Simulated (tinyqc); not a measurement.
Thin-body transistor below threshold, two-dimensional Poisson equation on a small mesh: effect of the acceptor density of the depleted body.

A thin body on a thick buried insulator of low permittivity, taken as carrying no normal field at the bottom of the body (row 0). Mobile charge is neglected (subthreshold), the body is fully depleted, and potentials are counted from the intrinsic level; rows run upward to the gate, columns from source to drain.

Mesh: rows i = 0..12 in the semiconductor (step hs = tb/12, row 12 on the interface), then 8 step(s) ho = tox/8 up to the gate row 20; columns j = 0..80 (step hy = L/80). Box integration, divided by eps0: up_i = eps hy/h of the interval above row i, dn_i = that of the interval below (0 for row 0), lat_i = (sum of eps h/2 over the intervals above and below)/hy, s_i = -q Na w_i hy/eps0 with w_i the semiconductor height of the box (hs/2 for row 0 and the interface row, hs between, 0 in the insulator). Each free node obeys (up + dn + 2 lat) psi = up psi(above) + dn psi(below) + lat [psi(left) + psi(right)] + s. Fixed values: gate row Vg - Vfb; column 0 at Vbi and the last column at Vbi + Vd in the semiconductor, each running linearly to Vg - Vfb across the insulator. The system is solved directly. On row 0 the minimum of psi and its place come from a parabola through the three lowest nodes; barrier = Vbi - minimum, swing = Vt ln 10/(d psi/dVg), DIBL = (d psi/dVd)/(d psi/dVg) there. Lambda = pi/k with k the smallest positive root of tan(k tox) tan(k tb) = eox/eps_r.

Inputs (values chosen for the exercise); semiconductor permittivity close to that of silicon: temperature T = 325 K; relative permittivity of the semiconductor eps_r = 11.8; relative permittivity of the insulator eox = 25; body thickness tb = 4 nm; insulator thickness tox = 3.7 nm; channel length L = 25 nm; potential of the source Vbi = 0.49 V; gate offset Vfb = -0.04 V; gate voltage Vg = 0 V; drain voltage Vd = 0.7 V.

Constants: q = 1.602176634e-19 C, kB = 1.380649e-23 J/K, Vt = kB T/q, eps0 = 8.8541878128e-14 F/cm where lengths are in cm. Results are converted to the units shown.

Result of one run:
```
L/Lambda	barrier (V)	place y/L	swing (mV/decade)	DIBL (mV/V)
2.001	0.4119	0.4276	73.51	40.21
```

Which acceptor density of the depleted body Na gave this result: 0, 1e18, 2e18 or 5e18 cm^-3?

Na = 2e18 cm^-3.

The whole series:
```
Na (cm^-3)	L/Lambda	barrier (V)	place y/L	swing (mV/decade)	DIBL (mV/V)
0	2.001	0.3701	0.4240	73.61	39.35
5e17	2.001	0.3805	0.4249	73.58	39.57
1e18	2.001	0.3910	0.4259	73.56	39.78
2e18	2.001	0.4119	0.4276	73.51	40.21
3e18	2.001	0.4328	0.4293	73.46	40.61
5e18	2.001	0.4746	0.4324	73.38	41.37
```

As Na goes from 0 to 5e18 cm^-3, the barrier rises from 0.370 to 0.475 V, the swing stays near 73.5 mV a decade and DIBL rises from 39.3 to 41.4 mV/V; the ideal swing is 64.5. The barrier top moves from y/L = 0.424 to 0.432. In every row the body is under 5 nm thick, where quantum confinement matters.

tinyqc, about 0.2 s, one thread, Intel Xeon 2.30GHz (shared host): `OMP_NUM_THREADS=1 python tinyqc.py 2480136 2480137 out.jsonl`
